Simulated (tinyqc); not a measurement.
A transmission-line measurement read back: specific resistance of a metal-semiconductor contact and its transmission-line measurement. Computed by tinyqc, a small Python program. Command: `OMP_NUM_THREADS=1 python tinyqc.py 3023262 3023263 out.jsonl contact walk`. One thread of a shared host (Intel(R) Xeon(R) Processor @ 2.30GHz), about 0.01 s of CPU time with the checks.

The barrier is parabolic (depletion approximation), energies E are normal energies counted from the band edge in the neutral semiconductor (downwards for holes), and the bias is zero. xi is an input, held fixed when other inputs move.

Inputs (values chosen for the exercise, modelled on p-type silicon):

| quantity | value | unit |
|---|---|---|
| tunnelling mass m | 0.36 | m_0 |
| permittivity eps | 11.7 | - |
| Richardson constant A* | 32.2 | A/(cm^2 K^2) |
| barrier height phi_B | 0.43 | eV |
| doping N | 1.1e+18 | 1/cm^3 |
| Fermi level above the band edge in the bulk, xi | -0.083 | eV |
| temperature T | 300 | K |
| sheet resistance R_sh | 83000 | ohm |
| contact length d | 7.8 | micrometre |
| contact width W | 0.39 | micrometre |

Image-force lowering: left out.

Constants: hbar = 1.054571817e-34 J s; eps_0 = 8.8541878128e-12 F/m; m_0 = 9.1093837015e-31 kg; k_B = 8.617333262e-05 eV/K; e = 1.602176634e-19 C.

Method:
- E_00 = (e hbar/2) sqrt(N/(eps eps_0 m)); band bending E_b = phi_B + xi; depletion width w = sqrt(2 eps eps_0 E_b/(e^2 N)).
- WKB transmission for E < E_b, with a = E/E_b: D = exp{-(E_b/E_00) [sqrt(1 - a) - a ln((1 + sqrt(1 - a))/sqrt(a))]}; D = 1 above.
- At zero bias 1/rho_c = (e A*/k_B^2) int D(E) f(E) dE, f = 1/(1 + exp((E - xi)/k_B T)); 200 Gauss-Legendre points from 0 to E_b, and k_B T ln(1 + exp((xi - E_b)/k_B T)) for the part above the barrier; the share of tunnelling is the part below.
- Transmission-line model: transfer length L_T = sqrt(rho_c/R_sh); R_c = (R_sh L_T/W) coth(d/L_T). Limits: rho_c/(W d) for d << L_T, sqrt(rho_c R_sh)/W for d >> L_T.
- Transmission-line model: transfer length L_T = sqrt(rho_c/R_sh); R_c = (R_sh L_T/W) coth(d/L_T). Two contacts a gap s apart give R = 2 R_c + R_sh s/W. A straight-line fit gives R_sh from the slope and R_c from the intercept; the simple reading takes L_x = R_c W/R_sh as the transfer length and rho_c = R_sh L_x^2.

R_c W = 437868 ohm micrometre

contact resistance R_c = 1.12274e+06 ohm

specific contact resistance rho_c = 0.0196439 ohm cm^2

Resistances:

| gap s (micrometre) | R (ohm) |
|---|---|
| 5.3 | 3.3734e+06 |
| 11.0 | 4.5865e+06 |
| 21.0 | 6.7147e+06 |
| 42.0 | 1.1184e+07 |
| 84.0 | 2.0122e+07 |

L_x = 5.2755 micrometre

rho_c by the simple reading = 0.023100 ohm cm^2

simple reading over true value = 1.1759

The simple reading is 1.18 times too high, the factor coth^2(d/L_T): it holds only for d above about 2 L_T.
